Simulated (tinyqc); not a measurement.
Worked calculation: Hall effect and magnetoresistance of several carrier groups with constant relaxation times. Computed by tinyqc, a small Python program that keeps every step. Command: `OMP_NUM_THREADS=1 python tinyqc.py 3005971 3005972 out.jsonl hall2 walk`. One thread of a shared host (Intel(R) Xeon(R) Processor @ 2.30GHz), about 0.01 s of CPU time with the checks. Intermediate numbers are printed to about 5 digits and carried at full precision; extremes and crossings named in words are read from the listed rows.

Group 1 has charge +e and group 2 charge +e; s_i is that sign. B lies along z; mu B is formed with mu in m^2/(V s).

Inputs (values chosen for the exercise, for a model conductor):
```
quantity            value        unit
density n1        8.5e+18      1/cm^3
mobility mu1         4400  cm^2/(V s)
density n2        3.3e+20      1/cm^3
mobility mu2          340  cm^2/(V s)
magnetic field B      4.7           T
```

Carriers: light and heavy holes. Densities: per volume.

Constants: e = 1.602176634e-19 C.

## Conductivity of each group

sigma_xx = sum n_i e mu_i/(1 + mu_i^2 B^2); sigma_xy = sum s_i n_i e mu_i^2 B/(1 + mu_i^2 B^2).

Parts (S/cm):
```
group      mu B  sigma_xx  sigma_xy
group 1   2.068    1135.6    2348.4
group 2  0.1598     17529    2801.1
```

sigma_xx = 18664 S/cm

sigma_xy = 5149.5 S/cm

sigma at B = 0 = 23969 S/cm

## Resistivity, Hall coefficient and magnetoresistance

rho_xx = sigma_xx/(sigma_xx^2 + sigma_xy^2); Hall coefficient R_H = sigma_xy/(B (sigma_xx^2 + sigma_xy^2)), with B in V s/cm^2 (1 T = 1e-4 V s/cm^2); magnetoresistance MR = rho_xx(B)/rho_xx(0) - 1. Apparent density 1/(e |R_H|); Hall mobility |R_H|/rho_xx.

rho_xx = 4.9788e-05 ohm cm

Hall coefficient R_H = 0.029227 cm^3/C

magnetoresistance MR = 19.335 %

apparent density = 2.1356e+20 1/cm^3

Hall mobility = 587.02 cm^2/(V s)

A one-carrier reading would report holes of density 2.14e20, against n1 = 8.5e18 and n2 = 3.3e20.

## Limits of weak and strong field

Weak field: R_H(0) = sum s_i n_i mu_i^2/(e (sum n_i mu_i)^2); MR = c B^2 with c = n1 n2 mu1 mu2 (s1 mu1 - s2 mu2)^2/(n1 mu1 + n2 mu2)^2. Strong field: R_H = 1/(e sum s_i n_i); rho_xx saturates at (n1/mu1 + n2/mu2)/(e (sum s_i n_i)^2).

R_H at weak field = 0.056532 cm^3/C

coefficient c = 0.030907 1/T^2

R_H at strong field = 0.018439 cm^3/C

saturation MR = 26.973 %

R_H keeps its sign, and its size changes by a factor 0.326 from weak to strong field.

## Field dependence

rho_xx = sigma_xx/(sigma_xx^2 + sigma_xy^2); Hall coefficient R_H = sigma_xy/(B (sigma_xx^2 + sigma_xy^2)), with B in V s/cm^2 (1 T = 1e-4 V s/cm^2); magnetoresistance MR = rho_xx(B)/rho_xx(0) - 1.

Against the field:
```
B (T)       mu1 B  rho_xx (ohm cm)  R_H (cm^3/C)      MR (%)
0.11   4.8400e-02       4.1737e-05      0.056480  3.7345e-02
0.34   1.4960e-01       4.1868e-05      0.056034  3.5261e-01
0.91   4.0040e-01       4.2697e-05      0.053231  2.3376e+00
2.3    1.0120e+00       4.5968e-05      0.042156  1.0179e+01
5.7    2.5080e+00       5.0592e-05      0.026505  2.1262e+01
14     6.1600e+00       5.2495e-05      0.020063  2.5824e+01
34     1.4960e+01       5.2891e-05      0.018724  2.6771e+01
91     4.0040e+01       5.2963e-05      0.018479  2.6945e+01
270    1.1880e+02       5.2974e-05      0.018443  2.6970e+01
```

MR starts as B^1.99 and ends as B^0.00; it saturates at 27.0 %. One group alone would show no magnetoresistance in this model. The rows with mu1 B well above 1 show the semiclassical limit; Landau quantisation is left out. Fields above 100 T are beyond ordinary laboratory magnets.

## Back from four measured limits to the two groups

With z_i = s_i mu_i and w_i = s_i n_i the moments M_k = w1 z1^k + w2 z2^k are M_(-1) = (1 + MR_sat) M_0^2/M_1, M_0 = 1/(e R_strong), M_1 = sigma(0)/e, M_2 = R_weak sigma(0)^2/e. The z_i are the roots of z^2 + p z + q with M_2 + p M_1 + q M_0 = 0 and M_1 + p M_0 + q M_(-1) = 0; then w follows from M_0 and M_1. Group 1 is the faster.

p and q: -4740  1.4960e+06

signed mobilities s_i mu_i (cm^2/(V s)): 4400  340.00

densities (1/cm^3): 8.5000e+18  3.3000e+20

Checks made by the program: weak-field formulas against the tensor at mu1 B = 1e-3 (relative difference 6e-07); recovered mobilities and densities against the inputs (relative difference below 1e-10).
